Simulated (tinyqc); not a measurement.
# Thermal RC ladder, step response, step by step

Numbers from tinyqc (`OMP_NUM_THREADS=1 python tinyqc.py 2520109 2520110 out.jsonl`; about 0.01 s on one thread of a shared Intel Xeon 2.30GHz). Printed values are rounded.

A ladder of 3 nodes: R_i joins node i to node i + 1, the last R to the ambient; C_i is the heat capacity of node i; theta is the rise above ambient, zero at t = 0. d theta/dt = -A theta + b with b = (Pw/C_1, 0, ...), times in ms.

Values chosen for this exercise: resistances, junction to ambient R = [0.12, 0.14, 0.14] K/W; heat capacities of the nodes C = [0.66, 2.1, 30] mJ/K; power at node 1 from t = 0 Pw = 19 W; time step dt = 0.15 ms.

## The rate matrix

A = C^(-1) K, K_ii = 1/R_(i-1) + 1/R_i (no first term for node 1), K_(i,i+1) = K_(i+1,i) = -1/R_i.

A (1/ms):
```
	node 1	node 2	node 3
node 1	12.6263	-12.6263	0.0000
node 2	-3.9683	7.3696	-3.4014
node 3	0.0000	-0.2381	0.4762
```

## Time constants and Foster resistances

A = C^(-1) K, K_ii = 1/R_(i-1) + 1/R_i (no first term for node 1), K_(i,i+1) = K_(i+1,i) = -1/R_i. The time constants tau_k are the inverse eigenvalues of A; the rise of node 1 per watt is Z(t) = sum_k r_k (1 - exp(-t/tau_k)), with r_k = v_k1^2 tau_k/C_1 and v_k the unit eigenvectors of C^(-1/2) K C^(-1/2).

tau_k, rising (ms): 0.0569344  0.371510  4.62356
r_k (K/W): 0.0579743  0.170844  0.171182

The r_k add up to the sum of the R_i, 0.4000 K/W; the slowest constant is 81.2 times the fastest.

## Step 1: one time step

theta at t = 0 (K): node 1 0.00000, node 2 0.00000, node 3 0.00000

Implicit Euler: (1 + dt A) theta(new) = theta + dt b.

theta after step 1 (K): node 1 1.83430, node 2 0.52280, node 3 0.01743

## Step 2: one time step

As before.

theta after step 2 (K): node 1 2.81807, node 2 1.05750, node 3 0.05152

## Step 3: one time step

As before.

theta after step 3 (K): node 1 3.44819, node 2 1.50090, node 3 0.09811

## Course of the time stepping

Sixteen steps, against the exact rise Pw Z(t); the run counts as sound if the error in the last step is under 5 % of the exact rise. The time constants tau_k are the inverse eigenvalues of A; the rise of node 1 per watt is Z(t) = sum_k r_k (1 - exp(-t/tau_k)), with r_k = v_k1^2 tau_k/C_1 and v_k the unit eigenvectors of C^(-1/2) K C^(-1/2).

Course of the iteration:
```
step	t (ms)	theta_1 (K)	exact (K)	error (K)
1	0.15	1.83430	2.20462	-0.370
2	0.3	2.81807	3.09859	-0.281
3	0.45	3.44819	3.68205	-0.234
4	0.6	3.89521	4.09776	-0.203
5	0.75	4.23018	4.40344	-0.173
6	0.9	4.48985	4.63493	-0.145
7	1.05	4.69660	4.81604	-0.119
8	1.2	4.86535	4.96264	-0.0973
9	1.35	5.00647	5.08538	-0.0789
10	1.5	5.12726	5.19140	-0.0641
11	1.65	5.23296	5.28548	-0.0525
12	1.8	5.32728	5.37085	-0.0436
13	1.95	5.41290	5.44967	-0.0368
14	2.1	5.49174	5.52344	-0.0317
15	2.25	5.56520	5.59315	-0.0279
16	2.4	5.63427	5.65949	-0.0252
```

The largest error is 0.37 K, at step 1; the last value is 0.45 % below the exact one. dt is 2.6 times the fastest time constant; implicit Euler is stable for any step, and it lags behind the exact rise.
